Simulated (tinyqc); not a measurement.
## AlGaN/GaN HEMT with access regions, lumped model: field plate: effect of the aluminium share of the barrier

A polarisation-induced electron sheet under a Schottky gate, in series with two ungated access regions and contacts. Drift law v = mu E/(1 + mu E/vs) under the gate. Currents in mA/mm, resistances in ohm mm. No self-heating, no channel-length modulation; fits for polarisation, barrier and offset are chosen for the exercise.

sigma = (5e13 x + 1.6e13 x^2) cm^-2, phiB = 0.84 + 1.3 x, dEc = 0.7 (1.71 x + x^2) in volts, Cb = eps0 eps_r/d, VT = phiB - dEc - q sigma/Cb, access density n0 = -Cb VT/q. Off state: a depleted stretch that holds the voltage V has the peak field sqrt(k V), k = 2 q n0/(eps0 eps_r te), so one edge holds V1 = Ec^2/k. The sheet under the plate pinches off at Vf = q n0 (1/Cb + tf/(eps0 ei)); beyond it the gate edge is screened. BV = V1 if Vf >= V1, else Vf + V1, and at most Ec Ld.

Parameters, values chosen for the exercise; values close to those of AlGaN/GaN structures:

| symbol | value | unit | meaning |
|---|---|---|---|
| d | 15 | nm | barrier thickness |
| eps_r | 9.2 |  | relative permittivity of barrier and channel |
| Ld | 8 | um | drain access length |
| Ec | 2.6 | MV/cm | critical field |
| te | 0.3 | um | depth over which the depleted charge spreads |
| tf | 200 | nm | insulator under the field plate |
| ei | 7.5 |  | relative permittivity of that insulator |

Constants: q = 1.602176634e-19 C, eps0 = 8.8541878128e-14 F/cm where lengths are in cm. Results are converted to the units shown.

The same in every row: Ec Ld (V) = 2080.

Field plate: effect of the aluminium share of the barrier:
```
x,Vf (V),V1 (V),BV (V)
0.14,22.86,115.5,138.3
0.18,34.23,77.12,111.3
0.22,45.91,57.50,103.4
0.26,57.88,45.61,45.61
0.3,70.16,37.63,37.63
0.34,82.74,31.91,31.91
0.38,95.61,27.61,27.61
```

What does the table show?

BV falls from 138 to 27.6 V. The plate helps (Vf < V1) in 3 of the 7 rows, and the access length caps BV in 0. More sheet charge lowers Ron but steepens the field, so V1 falls.

tinyqc, about 0.02 s, one thread, Intel Xeon 2.30GHz (shared host): `OMP_NUM_THREADS=1 python tinyqc.py 2570129 2570130 out.jsonl`
